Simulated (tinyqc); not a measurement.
Which rule serves at which density: Fermi-Dirac statistics of conduction electrons.

F_j(eta) = (1/Gamma(j + 1)) integral_0^infinity x^j dx/(1 + exp(x - eta)), which tends to exp(eta) for eta << 0.

With u = n/Nc: Boltzmann eta = ln u; Joyce-Dixon eta = ln u + u/sqrt(8) - 4.95009e-3 u^2 + 1.48386e-4 u^3 - 4.42563e-6 u^4; Nilsson eta = ln u/(1 - u^2) + v/(1 + (0.24 + 1.08 v)^-2) with v = (3 sqrt(pi) u/4)^(2/3); fully degenerate limit eta = v; exact: F_1/2(eta) = u.

Values chosen for the exercise: u_scale = 0.87 (factor on the ladder of u).

u runs over u_scale times 0.01, 0.03, 0.1, 0.3, 1, 2, 4, 8, 15, 30. Errors are rule minus exact, in kT.

eta and errors:
```
u,eta exact,Boltzmann,Joyce-Dixon,Nilsson,degenerate
0.00870,-4.741,-0.003,0.000,0.001,4.792
0.0261,-3.637,-0.009,0.000,0.000,3.743
0.261,-1.251,-0.092,0.000,-0.005,1.745
0.870,0.165,-0.304,0.000,0.002,0.937
1.74,1.155,-0.601,0.000,0.005,0.594
3.48,2.423,-1.176,0.000,-0.001,0.353
6.96,4.202,-2.262,-0.002,-0.006,0.205
13.1,6.574,-4.005,-0.033,-0.005,0.128
26.1,10.559,-7.297,-0.857,-0.003,0.078
```

Give the missing row, u = 0.0870.

Computed row:
```
u       eta exact  Boltzmann  Joyce-Dixon  Nilsson  degenerate
0.0870     -2.411     -0.031        0.000   -0.002       2.649
```

Within 0.05 kT: Boltzmann up to u = 0.087, Joyce-Dixon up to u = 13.1 of those listed. Nilsson never errs by more than 0.006 kT. The degenerate limit is still off by +0.078 kT at the last row, since it leaves out the thermal term -pi^2/(12 eta) = -0.078. Boltzmann always falls short, because it lets more than one electron into a state.

Program tinyqc; command `OMP_NUM_THREADS=1 python tinyqc.py 1650004 1650005 out.jsonl`; about 0.01 s on one thread of a shared Intel(R) Xeon(R) Processor @ 2.30GHz.
